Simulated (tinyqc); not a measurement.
Force balance against energy balance: elastic strain and critical thickness of a cubic alloy layer A(1-x)B(x) on a thick substrate. Computed by tinyqc, a small Python program. Command: `OMP_NUM_THREADS=1 python tinyqc.py 3013309 3013310 out.jsonl misfit walk`. One thread of a shared host (Intel(R) Xeon(R) Processor @ 2.30GHz), about 0.01 s of CPU time with the checks.

Strain is positive in tension. The layer is coherent with the substrate unless said otherwise.

Inputs (values chosen for the exercise, modelled on Si(1-x)Ge(x) on Si): fraction x of B = 0.56; lattice constant a_A = 5.431 angstrom; lattice constant a_B = 5.658 angstrom; substrate lattice constant a_S = 5.431 angstrom.

Growth plane: (001). Layer: uncapped. Misfit dislocation: edge.

C11, C12, C44 of A (GPa): [168.2, 63.91, 78.09]

C11, C12, C44 of B (GPa): [127.9, 49.06, 66.99]

Method:
- a = (1 - x) a_A + x a_B, the same rule for each C_ij; misfit f = (a_S - a)/a, the in-plane strain of the coherent layer.
- Voigt averages: G = (C11 - C12 + 3 C44)/5, B = (C11 + 2 C12)/3, nu = (3 B - 2 G)/(2 (3 B + G)); b = a/sqrt(2). Edge dislocation with b in the interface: cos alpha = 0, cos lambda = 1.
- Matthews-Blakeslee: h_c = A [ln(h_c/b) + 1], A = b (1 - nu cos^2 alpha)/(8 pi |f| (1 + nu) cos lambda), the factor 8 pi being that of an uncapped layer.
- People-Bean: h_c = P ln(h_c/b), P = (1 - nu)/(1 + nu) b^2/(16 pi sqrt(2) a f^2). The misfit is scaled by 0.25, 0.4, 0.6, 1, 1.5, 2.2 at fixed a, b and nu; the upper root is taken, and rows with A < 1.3 b or P < 3 b, where the roots shrink to the core size or vanish, are left out.

misfit f = -0.0228710

prefactor A = 0.564324 nm

Poisson ratio nu = 0.211598

Burgers vector b = 0.393018 nm

free lattice constant a = 5.55812 angstrom

Critical thickness:
```
|f| (%)  Matthews-Blakeslee (nm)  People-Bean (nm)   ratio
0.5718                    9.4307            565.87  60.004
0.9148                    4.9986            187.46  37.504
1.3723                    2.7809             70.01  25.176
2.2871                    1.1891             18.81  15.822
```

The exponents d ln h_c/d ln f are -1.35 and -2.35 between the first rows, steeper than the -1 and -2 of the prefactors because of the logarithm. The ratio falls from 60.0 to 15.8 as the misfit grows. Where People-Bean lies above, a layer between the lines is metastable: dislocations would lower the energy but have to be nucleated. Above about 2 % misfit islands may come first.
